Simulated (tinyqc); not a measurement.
What each parameter does: two-dimensional electron gas with Rashba and Dresselhaus coupling.

H = c k^2/m + al (ky sx - kx sy) + b1 (kx sx - ky sy) + gam kx ky (kx sy - ky sx), s the Pauli matrices, x = [100], c = hbar^2/2m0, b1 = gam (pi/L)^2 (hard walls). H = c k^2/m + B.s, so E = c k^2/m -/+ |B| and the lower state has its spin along -B.

Constants: hbar^2/2m0 = 3.80998211 eV angstrom^2.

Parameters, chosen for this exercise (of the size met in InAs; shifted at random, so the results belong to these values and not to a real crystal): m = 0.0274 m0 (mass); al = 0.26 eV angstrom (Rashba constant); gam = 26.2 eV angstrom^3 (bulk Dresselhaus constant); L = 194 angstrom (width of the (001) well); n = 11 1e11/cm^2 (sheet density (one subband filled)).

Splittings 2|B| at k0 = sqrt(2 pi n) along [100], [110] and [-110], and E0 = c k0^2/m; 1e11/cm^2 = 1e-5/angstrom^2.

Results for these values:
```
case  [100] (meV)  [110] (meV)  [-110] (meV)  E0 (meV)
base      13.6754      13.5559       13.7855     96.10
```

What happens to each result for al = 0.312 eV angstrom, all else kept?

Answer: [100] rises from 13.6754 to 16.4088; [110] rises from 13.5559 to 16.2900; [-110] rises from 13.7855 to 16.5196; E0 does not change at the printed digits.

The same for each parameter in turn:
```
case                       [100] (meV)  [110] (meV)  [-110] (meV)  E0 (meV)
base                           13.6754      13.5559       13.7855     96.10
m = 0.03014 m0                 13.6754      13.5559       13.7855     87.37
al = 0.312 eV angstrom         16.4088      16.2900       16.5196     96.10
gam = 31.44 eV angstrom^3      13.6775      13.5329       13.8084     96.10
L = 214 angstrom               13.6739      13.4915       13.8498     96.10
n = 16.5 1e11/cm^2             16.7489      16.3109       17.1752    144.16
```

Run: tinyqc, `OMP_NUM_THREADS=1 python tinyqc.py 1450365 1450366 out.jsonl`; Intel(R) Xeon(R) Processor @ 2.30GHz, one thread, shared host; about 0.01 s of CPU time with all checks.
